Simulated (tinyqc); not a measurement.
Three-level Kane dispersion of a narrow-gap semiconductor: one step. Plasma and cyclotron energies. Three cases, with inputs chosen for the exercise.

Question. hbar wp = sqrt(8 pi c (e^2/4 pi eps0) n/(eps m)), hbar wc = 2 muB B/m (classical limit), with m = m(EF) and, for comparison, the edge mass; n in angstrom^-3.

Constants: hbar^2/2m0 = 3.80998211 eV angstrom^2; e^2/(4 pi eps0) = 14.39964547 eV angstrom; muB = 5.788381798e-05 eV/T.

Give: hbar wp with m(EF), with m0*; hbar wc with m(EF), with m0*.

Case 1.

Values chosen (out of a larger set: near those of InSb; not measured data):
- n = 1.7e+16 cm^-3 (electron density)
- eps = 16 (high-frequency dielectric constant)
- B = 4.6 T (magnetic field)

m(EF) = 0.0149054 m0
m0* = 0.0131643 m0

Answer.

hbar wp with m(EF), with m0* (meV): [9.91, 10.55]

hbar wc with m(EF), with m0* (meV): [35.73, 40.45]

hbar wc is not small against EF - Ec = 17.2 meV, so only the lowest Landau level or two are filled: this is the quantum limit, where the classical value fails.

Case 2.

Values chosen (out of a larger set: near those of GaSb; not measured data):
- n = 3.3e+16 cm^-3 (electron density)
- eps = 14.2 (high-frequency dielectric constant)
- B = 1.1 T (magnetic field)

m(EF) = 0.0369590 m0
m0* = 0.0361710 m0

Answer.

hbar wp with m(EF), with m0* (meV): [9.31, 9.41]

hbar wc with m(EF), with m0* (meV): [3.45, 3.52]

hbar wc is not small against EF - Ec = 10.3 meV, so fewer than ten Landau levels are filled and the classical value is only a guide.

Case 3.

Values chosen (out of a larger set: near those of InAs; not measured data):
- n = 6e+16 cm^-3 (electron density)
- eps = 12.4 (high-frequency dielectric constant)
- B = 1.2 T (magnetic field)

m(EF) = 0.0258260 m0
m0* = 0.0234582 m0

Answer.

hbar wp with m(EF), with m0* (meV): [16.07, 16.86]

hbar wc with m(EF), with m0* (meV): [5.38, 5.92]

hbar wc is not small against EF - Ec = 22.7 meV, so fewer than ten Landau levels are filled and the classical value is only a guide.

Computed by tinyqc, one run a case: `OMP_NUM_THREADS=1 python tinyqc.py N N+1 out.jsonl` with N = 1081418, 1081470, 1081485; one thread of a shared Intel(R) Xeon(R) Processor @ 2.30GHz, about 0.01 s a run at most.
